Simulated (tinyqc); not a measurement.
Inside a calculation. Model: electron mobility in a silicon inversion layer, empirical terms and Matthiessen rule.

Computed by the program tinyqc: `OMP_NUM_THREADS=1 python tinyqc.py 2510090 2510091 out.jsonl`, one thread of a shared Intel Xeon 2.30GHz, about 0.01 s for the whole run. Printed values are rounded.

Inversion layer of sheet density Ns on a uniformly doped body, under a high-permittivity gate with an interlayer. The mobility terms are empirical power laws with prefactors chosen for the exercise; adding their inverses (Matthiessen) is itself an approximation.

Inputs (values chosen for the exercise); material values close to those of silicon:
```
symbol    value        unit                                                meaning
T           400           K                                            temperature
Eg         1.14          eV                                               band gap
eps_r      11.5                         relative permittivity of the semiconductor
Nc      4.37e19       cm^-3                 conduction-band density of states at T
Nv      4.05e19       cm^-3                    valence-band density of states at T
Nb         8e17       cm^-3                                            body doping
Vsb         0.3           V                                      reverse body bias
eta         0.5              weight of the inversion charge in the effective field
Cox        1.28     uF/cm^2                                       gate capacitance
Ap          477  cm^2/(V s)           phonon-limited mobility at 1 MV/cm and 300 K
As          698  cm^2/(V s)                  roughness-limited mobility at 1 MV/cm
gs            2                                     exponent of the roughness term
Ac         2800  cm^2/(V s)                                      Coulomb prefactor
Nit      9.8e10       cm^-2                                charge at the interface
Ar          240  cm^2/(V s)              remote-phonon mobility without interlayer
ti          1.4          nm                                   interlayer thickness
lr          0.7          nm                         decay length of remote phonons
Ns       5.6e11       cm^-2                                      inversion density
WL            1                                                          ratio W/L
Vd         0.02           V                                          drain voltage
I          0.23          uA                                measured linear current
```

Constants: q = 1.602176634e-19 C, kB = 1.380649e-23 J/K, Vt = kB T/q, eps0 = 8.8541878128e-14 F/cm where lengths are in cm. Results are converted to the units shown.

## Depletion charge and effective field

ni = sqrt(Nc Nv) exp(-Eg/(2 Vt)), Eg in volts; Ndep = sqrt(2 eps0 eps_r Nb (2 Vt ln(Nb/ni) + Vsb)/q); E = q (Ndep + eta Ns)/(eps0 eps_r), in MV/cm.

ni = 2.76875e12 cm^-3
Ndep = 3.44455e12 cm^-2
E = 0.586054 MV/cm

The depletion charge gives 92.5 % of the field.

## Mobility terms and their sum

With t = T/(300 K): muC = Ac (Ns/1e12 cm^-2) t/(Nb/1e17 cm^-3 + Nit/1e11 cm^-2), muP = Ap E^(-1/3) t^(-1.75), muS = As E^(-gs), muR = Ar exp(2 ti/lr)/t; 1/mu is the sum of the inverses.

terms (cm^2/(V s)): Coulomb 232.814, phonon 344.532, roughness 2032.27, remote phonon 9827.67
mu = 128.344 cm^2/(V s)
shares of 1/mu (%): Coulomb 55.1272, phonon 37.2516, roughness 6.31530, remote phonon 1.30594

The Coulomb term limits most.

## Iteration 1: inversion density for the measured current

Ns at the start = 2.8e11 cm^-2

I = (W/L) q Ns mu Vd. E = q (Ndep + eta Ns)/(eps0 eps_r) in MV/cm. With t = T/(300 K): muC = Ac (Ns/1e12 cm^-2) t/(Nb/1e17 cm^-3 + Nit/1e11 cm^-2), muP = Ap E^(-1/3) t^(-1.75), muS = As E^(-gs), muR = Ar exp(2 ti/lr)/t; 1/mu is the sum of the inverses. Ns(new) = I/((W/L) q mu Vd).

E = 0.564025 MV/cm
mu = 83.2381 cm^2/(V s)
Ns after iteration 1 = 8.62314e11 cm^-2

## Iteration 2: inversion density for the measured current

As before.

E = 0.609838 MV/cm
mu = 157.104 cm^2/(V s)
Ns after iteration 2 = 4.56879e11 cm^-2

## Course of the iteration: inversion density for the measured current

Stop when Ns changes by less than 1e5 cm^-2, or after 120 iterations.

Course of the iteration:
```
iteration  Ns (cm^-2)  |change| (cm^-2)
1          8.62314e11           5.82e11
2          4.56879e11           4.05e11
3          6.26909e11           1.70e11
4          5.27614e11           9.93e10
5          5.77575e11           5.00e10
6          5.50208e11           2.74e10
7          5.64562e11           1.44e10
8          5.56854e11            7.71e9
9          5.60942e11            4.09e9
...               ...               ...
18         5.59512e11            1.41e7
19         5.59519e11            7.53e6
20         5.59515e11            4.01e6
21         5.59517e11            2.14e6
22         5.59516e11            1.14e6
23         5.59517e11            6.06e5
24         5.59516e11            3.23e5
25         5.59517e11            1.72e5
26         5.59516e11            9.17e4
```

Converged in 26 iterations. At the end each change is about 0.53 times the one before, with alternating sign: linear convergence.

## Split C-V extraction

```
point  Vg (V)  Cgc (uF/cm^2)      I (uA)
0           0     0.00262828  7.88592e-7
1        0.05     0.00760659  6.61762e-6
2         0.1      0.0218532  5.49155e-5
3        0.15      0.0614931  4.41572e-4
4         0.2       0.163682  0.00326417
5        0.25       0.382396   0.0198252
6         0.3       0.708004   0.0847761
7        0.35        1.00152    0.237409
8         0.4        1.16820    0.470090
9        0.45        1.23918    0.744557
10        0.5        1.26565     1.03154
11       0.55        1.27502     1.31641
12        0.6        1.27828     1.59279
```

Q(Vg) is the trapezoid sum of Cgc from the first point (where Q is taken as 0); mu_eff = I/((W/L) Q Vd); mu_FE = (dI/dVg)/((W/L) Cox Vd) with a backward difference. Listed from point 4 on.

```
point  Q (uC/cm^2)  mu_eff (cm^2/(V s))  mu_FE (cm^2/(V s))
4       0.00870540              18.7480             2.20516
5        0.0223573              44.3370             12.9383
6        0.0496173              85.4300             50.7430
7        0.0923553              128.530             119.244
8         0.146598              160.333             181.783
9         0.206783              180.034             214.427
10        0.269404              191.448             224.203
11        0.332921              197.706             222.554
12        0.396753              200.729             215.929
```

At the last point mu_FE is 7.6 % above mu_eff.
